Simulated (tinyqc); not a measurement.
Decay of LO phonons and the hot-phonon bottleneck in the cooling of electrons: one step, computed by the program tinyqc.

n(E, T) = 1/(exp(E/(k_B T)) - 1) is the Bose occupation. Electrons have a temperature T_e; the LO modes within their reach share one occupation N; the decay products stay at the lattice temperature.

Task: Electron and phonon temperatures in closed form. Net emission per electron: [(N + 1) x - N]/tau_sp with x = exp(-hbar omega/(k_B T_e)), a simple two-level balance; steady state of the modes: n [(N + 1) x - N]/tau_sp = N_m (N - N_0)/tau; power per electron P = hbar omega [(N + 1) x - N]/tau_sp. With p = P tau_sp/(hbar omega): N = N_0 + r p and x = (p + N)/(N + 1); without hot phonons N = N_0. The mode temperature T_LO solves n(hbar omega, T_LO) = N.

Inputs (values chosen for the exercise, modelled on gallium arsenide): LO energy hbar omega = 36.1 meV; lattice temperature T = 150 K; electron mass m* = 0.0652 m_0; electron density n = 3.9e+17 1/cm^3; power supplied per electron P = 0.11 nW.

Decay channel: two unequal phonons (Ridley).

emission time tau_sp = 171.4748 fs

equilibrium LO occupation N_0 = 0.06524430

bottleneck ratio r = 0.4847075

Constants: e = 1.602176634e-19 C; k_B = 8.617333262e-05 eV/K.

Give: reduced power p; LO occupation N; electron temperature T_e; T_e without hot phonons; mode temperature T_LO.

Result:

reduced power p = 0.003261

LO occupation N = 0.06683

electron temperature T_e = 153.9 K

T_e without hot phonons = 152.7 K

mode temperature T_LO = 151.2 K

Caution: the electrons are degenerate; Pauli blocking and the Fermi energy, left out here, matter.
